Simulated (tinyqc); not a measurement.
# From dn, finite wafer back to front recombination velocity S_f

Model: surface photovoltage measurement of the minority-carrier diffusion length in a wafer. Computed by tinyqc, a small Python program. Command: `OMP_NUM_THREADS=1 python tinyqc.py 3130396 3130397 out.jsonl spv inv`. One thread of a shared host (Intel(R) Xeon(R) Processor @ 2.30GHz), about 0.02 s of CPU time with the checks.

Low injection, steady light, a depletion layer much thinner than 1/alpha and L. The excess density dn is taken at the front edge of the neutral region; light that reaches the back is lost.

Inputs (values chosen for the exercise, modelled on p-type silicon at room temperature):
```
quantity                                             value        unit
diffusion length L                                      32  micrometre
wafer thickness W                                      775  micrometre
diffusivity D                                         29.8      cm^2/s
back recombination velocity S_b                     220000        cm/s
photon flux entering                               3.3e+13  1/(cm^2 s)
minority density at the surface barrier scale n_0  5.6e+09      1/cm^3
temperature T                                          298           K
wavelength                                             842          nm
```

Constants: k_B = 8.617333262e-05 eV/K.

Method:
- alpha = (84.732/lambda - 76.417)^2 per cm with lambda in micrometre (an empirical fit for silicon between 0.7 and 1.05 micrometre).
- Thick wafer: dn = Phi L/((S_f + D/L)(L + 1/alpha)). Finite wafer, with s = S_b L/D, w = W/L, a = alpha L: dn = [Phi a/(a^2 - 1)] [a - B - exp(-alpha W)(a - s)/(cosh w + s sinh w)]/(S_f + B D/L), B = (sinh w + s cosh w)/(cosh w + s sinh w).
- Photovoltage V = (k_B T/e) ln(1 + dn/n_0). Lifetime = L^2/D.

Task: A run gave the result below. Find the front recombination velocity S_f, known to lie between 6300 and 14000 cm/s.

dn, finite wafer = 1.15331e+09 1/cm^3

Result:

Each step takes the trial c = (a f_b - b f_a)/(f_b - f_a), f being the result less the target and a, b, c the logarithms of the listed values; c replaces end b, the old b replaces a if the sign of f changed, and otherwise f_a is halved.

Scan of the range:
```
front recombination velocity S_f (cm/s)  dn, finite wafer (1/cm^3)
6300                                                   1.37884e+09
7200                                                   1.30369e+09
8220                                                   1.22784e+09
9390                                                   1.15103e+09
10700                                                  1.07568e+09
12300                                                  9.96049e+08
14000                                                  9.23415e+08
```

False position (Illinois rule, in the logarithm of the input) inside the bracket:
```
step  end a    end b    trial  dn, finite wafer (1/cm^3)
1      8220  9390.00  9352.96                1.15331e+09
2      9390  9352.96  9353.00                1.15331e+09
```

dn, finite wafer falls at every point of a 13-point scan of the range (every second point is shown), so one value fits; it is bracketed by 8220 and 9390. Answer: front recombination velocity S_f = 9353 cm/s.
